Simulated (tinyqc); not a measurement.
What each parameter does: six-band k.p model of the valence band of a wurtzite crystal.

At k = 0: E1 = D1c + D2c + Te + Le (pure HH); E2, E3 = Le + u +/- sqrt(u^2 + 2 D3c^2), u = (D1c - D2c + Te)/2, D1c = Dcr, D2c = D3c = Dso/3. The weight of LH in state 2 is fL = (E2 - Le)^2/((E2 - Le)^2 + 2 D3c^2). Relative strengths of transitions to the conduction band: for E perpendicular to c (TE) 1/2, fL/2, (1 - fL)/2; for E along c (TM) 0, 1 - fL, fL, with one momentum element for both directions.

Strain of a c-plane layer: exx = eyy = e_par, ezz = -2 (C13/C33) e_par; Le = D1 ezz + D2 (exx + eyy), Te = D3 ezz + D4 (exx + eyy).

Conduction edge: Ec = (top of the unstrained valence band) + Eg + (a1 + D1) ezz + (a2 + D2)(exx + eyy).

Values chosen for the exercise (near those of AlGaN; shifted at random, so the results belong to these values and not to a real crystal): Dcr = -0.0487 eV (crystal-field splitting); Dso = 0.0184 eV (spin-orbit splitting); Eg = 4.334 eV (direct gap at Gamma from the top of the unstrained valence band); a1 = -4.27 eV (gap potential along c); a2 = -11.09 eV (gap potential in the plane); D1 = -7.52 eV; D2 = 5.44 eV; D3 = 8.73 eV; D4 = -4.23 eV; C13 = 107 GPa; C33 = 407 GPa; e_par = 0.0138 (exx = eyy of a c-plane layer).

Splittings at k = 0 under the strain, fL and the lowest transition.

One parameter was then changed.

Results before and after:
```
case     E1 - E2 (meV)  E1 - E3 (meV)      fL  lowest transition (eV)
base           -222.98          12.59  0.0014                  4.0599
changed        -238.80          12.57  0.0012                  4.0677
```

Which of these changes was made? (a) D2 = 6.528 eV; (b) Dcr = -0.03896 eV; (c) Dso = 0.01472 eV; (d) e_par = 0.01104; (e) a2 = -13.308 eV; (f) a1 = -3.416 eV; (g) D4 = -3.384 eV; (h) C33 = 325.6 GPa.

Answer: (h) C33 = 325.6 GPa. Of the candidates, run in turn, only this one gives the changed row.

All candidates:
```
case               E1 - E2 (meV)  E1 - E3 (meV)      fL  lowest transition (eV)
base                     -222.98          12.59  0.0014                  4.0599
a1 = -3.416 eV           -222.98          12.59  0.0014                  4.0537
D2 = 6.528 eV            -222.98          12.59  0.0014                  4.0599
a2 = -13.308 eV          -222.98          12.59  0.0014                  3.9987
D4 = -3.384 eV           -199.67          12.62  0.0017                  4.0599
C33 = 325.6 GPa          -238.80          12.57  0.0012                  4.0677
Dso = 0.01472 eV         -224.09          10.02  0.0009                  4.0596
Dcr = -0.03896 eV        -213.25          12.60  0.0015                  4.0602
e_par = 0.01104          -187.02          12.64  0.0019                  4.1149
```

D1 and D2 shift all valence edges and the conduction edge alike, so they drop out of splittings and transitions.

Computed by tinyqc, a small Python program: `OMP_NUM_THREADS=1 python tinyqc.py 1080885 1080886 out.jsonl` (the numbers bound the seed that draws the inputs); one thread of a shared host (Intel(R) Xeon(R) Processor @ 2.30GHz), about 0.01 s for the whole set of steps.
